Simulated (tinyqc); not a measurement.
# CMOS latch-up, two-transistor model: effect of the current gain of the pnp

A parasitic pnp (emitter at Vdd, base shunted by Rw) and npn (emitter at ground, base shunted by Rs) feed each other: the npn collector current flows out of the pnp base node, the pnp collector current into the npn base node. Forward-active transistors with constant gains: Icn = Isn exp(Vn/Vt), Icp = Isp (exp(Vp/Vt) - 1). A current Ii is injected into the npn base node.

Node equations: Vp/Rw + Icp/bp = Icn and Vn/Rs + Icn/bn = Icp + Ii. Loop gain G = gn gp/[(1/Rw + gp/bp)(1/Rs + gn/bn)], gn = Icn/Vt, gp = (Icp + Isp)/Vt; the off state ends where G = 1, and Ii there is the trigger current. On state with both base-emitter voltages at Von: npn base current Ib = (Von/Rs + bp Von/Rw)/(bn bp - 1), holding current Ih = (bn + 1) Ib + Von/Rs, holding voltage Vh = Vsat + Von + R2 (Ib + Von/Rs).

Parameters, values chosen for the exercise; values close to those of bulk CMOS:
- T = 300 K (temperature)
- bn = 18 (current gain of the npn)
- Isn = 4.5e-15 A (saturation current of the npn at T)
- Isp = 7.7e-15 A (saturation current of the pnp at T)
- Rs = 700 ohm (substrate resistance shunting the npn)
- Rw = 1200 ohm (well resistance shunting the pnp)
- R2 = 230 ohm (resistance from the pnp collector to the npn base)
- Von = 0.67 V (base-emitter voltage in the on state)
- Vsat = 0.13 V (saturation voltage)
- Vdd = 1.2 V (supply voltage)

Constants: q = 1.602176634e-19 C, kB = 1.380649e-23 J/K, Vt = kB T/q. Results are converted to the units shown.

Result of one run:
```
Vn at trigger (V)  trigger current (mA)  Ih (mA)  Vh (V)
0.65371                         0.95443   2.3847  1.0374
```

Which current gain of the pnp bp gave this result: 0.07, 0.63, 1.3 or 5.7?

bp = 1.3.

The whole series:
```
bp    Vn at trigger (V)  trigger current (mA)  Ih (mA)  Vh (V)
0.07            0.70096               0.99835   73.758  1.9014
0.15            0.66018               0.95971   12.591  1.1610
0.3             0.65517               0.95595   5.8136  1.0789
0.63            0.65408               0.95485   3.3623  1.0493
1.3             0.65371               0.95443   2.3847  1.0374
2.8             0.65354               0.95424   1.9266  1.0319
5.7             0.65347               0.95416   1.7313  1.0295
12              0.65344               0.95412   1.6338  1.0283
```

As bp goes from 0.07 to 12, the trigger current falls from 0.998 to 0.954 mA, Ih falls from 73.8 to 1.63 mA and Vh falls from 1.90 to 1.03 V. Vh exceeds the supply Vdd = 1.2 V, which then cannot sustain a latched state, in 1 of the 8 rows. For bp = 0.033 the product of the gains is about one or less, so there is no latched state. For bp = 0.07 the holding current passes 50 mA, where high injection lowers the gains. For bp = 0.07 Vn at the trigger exceeds the fixed Von of the on-state formulas, so Ih and Vh are too low there.

tinyqc, about 0.04 s, one thread, Intel Xeon 2.30GHz (shared host): `OMP_NUM_THREADS=1 python tinyqc.py 2670071 2670072 out.jsonl`
